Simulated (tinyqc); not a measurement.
Global model of a low-pressure process discharge: electron temperature, density, ion flux and ion energy. Changing the bias power P_b. Computed by tinyqc, a small Python program. Command: `OMP_NUM_THREADS=1 python tinyqc.py 3112322 3112323 out.jsonl plasma sweep`. One thread of a shared host (Intel(R) Xeon(R) Processor @ 2.30GHz), about 0.01 s of CPU time with the checks.

Maxwellian electrons with temperature T_e in eV, one positive ion, no negative ions, uniform bulk density n; rate constants have the Arrhenius form.

Inputs (values chosen for the exercise, of the order of those of an inductive discharge in a simple atomic gas):

| quantity | value | unit |
|---|---|---|
| ion mass M | 40 | u |
| ionisation prefactor K0 | 4.1e-14 | m^3/s |
| ionisation energy E_iz | 12.9 | eV |
| excitation prefactor X0 | 8.7e-15 | m^3/s |
| excitation energy E_ex | 9.11 | eV |
| elastic rate constant K_el | 1.4e-13 | m^3/s |
| ion-neutral cross section | 1.1e-18 | m^2 |
| pressure p | 1.1 | Pa |
| gas temperature T_g | 600 | K |
| radius R | 19 | cm |
| height L | 4 | cm |
| absorbed power P | 1600 | W |
| radius of the biased electrode | 15 | cm |
| bias frequency | 0.4 | MHz |

Constants: k_B = 1.380649e-23 J/K; e = 1.602176634e-19 C; u = 1.6605390666e-27 kg; m_0 = 9.1093837015e-31 kg; eps_0 = 8.8541878128e-12 F/m.

Method:
- n_g = p/(k_B T_g); lambda_i = 1/(n_g sigma); h_L = 0.86/sqrt(3 + L/(2 lambda_i)), h_R = 0.8/sqrt(4 + R/lambda_i); A_eff = 2 pi R^2 h_L + 2 pi R L h_R; d_eff = pi R^2 L/A_eff.
- Particle balance: K0 exp(-E_iz/T_e) n_g d_eff = u_B, u_B = sqrt(e T_e/M).
- Root found by bracketing.
- E_c = E_iz + (X0 exp(-E_ex/T_e) E_ex + K_el (3 m_0/M) T_e)/K_iz; wall potential V_s = (T_e/2) ln(M/(2 pi m_0)); E_T = E_c + 2 T_e + T_e/2 + V_s; n = P/(e u_B A_eff E_T); ion current density J = e h_L n u_B; ionised share n/n_g.
- All bias power goes to ions: V_b = P_b/(J pi r^2). Debye length at the sheath edge lambda_D = sqrt(eps_0 T_e/(e h_L n)); Child-law sheath s = (sqrt2/3) lambda_D (2 V/T_e)^(3/4), V = V_b + V_s; ion transit time tau_i = 3 s sqrt(M/(2 e V)); collisions in the sheath s/lambda_i.

One run for each value:

| bias power P_b (W) | bias voltage V_b (V) | sheath width s (mm) | transit time over bias period | s/lambda_i |
|---|---|---|---|---|
| 3 | 2.6317e-01 | 0.05039 | 0.007609 | 0.007361 |
| 7.3 | 6.4038e-01 | 0.05148 | 0.007663 | 0.007519 |
| 18 | 1.5790e+00 | 0.05415 | 0.007793 | 0.007909 |
| 43 | 3.7721e+00 | 0.06022 | 0.008074 | 0.008796 |
| 100 | 8.7724e+00 | 0.07336 | 0.008623 | 0.010716 |
| 250 | 2.1931e+01 | 0.10481 | 0.009712 | 0.015309 |
| 620 | 5.4389e+01 | 0.17187 | 0.011453 | 0.025104 |
| 1500 | 1.3159e+02 | 0.30499 | 0.013866 | 0.044548 |

What does the table show?

Over the rows, bias voltage V_b (V) rises from 0.263 to 132 (exponent d ln y / d ln x about 1.00 throughout); sheath width s (mm) rises from 0.0504 to 0.305 (exponent d ln y / d ln x 0.024 between the first rows and 0.65 between the last); transit time over bias period rises from 0.00761 to 0.0139 (exponent d ln y / d ln x 0.0080 between the first rows and 0.22 between the last).
